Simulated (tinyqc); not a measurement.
# Nanowire ballistic transistor, top-of-the-barrier model: effect of the effective mass

At the top of the source barrier, states moving towards the drain are filled by the source (Fermi level 0) and states moving back by the drain (Fermi level -q Vd); nothing scatters. U is the shift of the band edge there, set by the capacitances CG, CD and CS (the total) and by the charge. Parabolic one-dimensional subband; the source is grounded.

N0 = gv sqrt(2 m kB T/pi)/hbar, CG = 2 pi eps0 eox/ln(1 + 2 tox/d), CS = CG/aG, n0 = n at U = 0 and Vd = 0. eta1 = -(E0 + U)/Vt, eta2 = eta1 - Vd/Vt, n = (N0/2)[F_(-1/2)(eta1) + F_(-1/2)(eta2)], F_(-1/2)(x) = (1/sqrt(pi)) int_0^infinity u^(-1/2)/(1 + exp(u - x)) du. U = UL + q (n - n0)/CS with UL = -(aG Vg + aD Vd), energies in eV. I = gv (2 q^2/h) Vt [ln(1 + exp eta1) - ln(1 + exp eta2)]. CQ = (q/Vt) dn/d(eta1). E0 is held fixed.

Inputs (values chosen for the exercise); mass and valleys close to those of gallium arsenide: temperature T = 400 K; valley degeneracy gv = 1; relative permittivity of the gate insulator eox = 9; insulator thickness tox = 3.7 nm; wire diameter d = 6 nm; gate control CG/CS aG = 0.93; drain control CD/CS aD = 0.02; band edge at the barrier top above the source Fermi level at zero bias E0 = 0.18 eV; gate voltage Vg = 0.6 V; drain voltage Vd = 0.6 V.

Constants: q = 1.602176634e-19 C, kB = 1.380649e-23 J/K, hbar = 1.054571817e-34 J s, h = 6.62607015e-34 J s, m0 = 9.1093837015e-31 kg, Vt = kB T/q, eps0 = 8.8541878128e-14 F/cm where lengths are in cm. Results are converted to the units shown.

Effect of the effective mass:
```
m (m0)	eta1	n (cm^-1)	I (uA)	mean velocity I/(q n) (cm/s)	CQ/CS
0.02	10.36	1.373e6	27.68	1.258e8	0.04696
0.032	10.13	1.717e6	27.05	9.833e7	0.06007
0.05	9.851	2.116e6	26.31	7.761e7	0.07612
0.08	9.498	2.627e6	25.37	6.027e7	0.09810
0.13	9.055	3.267e6	24.18	4.619e7	0.1282
0.2	8.587	3.944e6	22.93	3.629e7	0.1636
0.32	7.991	4.807e6	21.34	2.771e7	0.2153
0.5	7.339	5.751e6	19.60	2.128e7	0.2822
0.8	6.570	6.866e6	17.55	1.595e7	0.3803
```

As m goes from 0.02 to 0.8 m0, n rises from 1.37e6 to 6.87e6 cm^-1, the mean velocity falls from 1.26e8 to 1.60e7 cm/s and the current falls from 27.7 to 17.5 uA. CQ/CS goes from 0.047 to 0.38. The loss of velocity outweighs the gain of charge over the whole range. For m = 0.02 to 0.08 m0 the source Fermi level lies over 0.3 eV above the band edge, where a light band is no longer parabolic. For m = 0.13 to 0.8 m0 higher subbands of the wire, left out here, could begin to fill.

Computed by the program tinyqc: `OMP_NUM_THREADS=1 python tinyqc.py 2400166 2400167 out.jsonl`, one thread of a shared Intel Xeon 2.30GHz, about 0.06 s for the whole run.
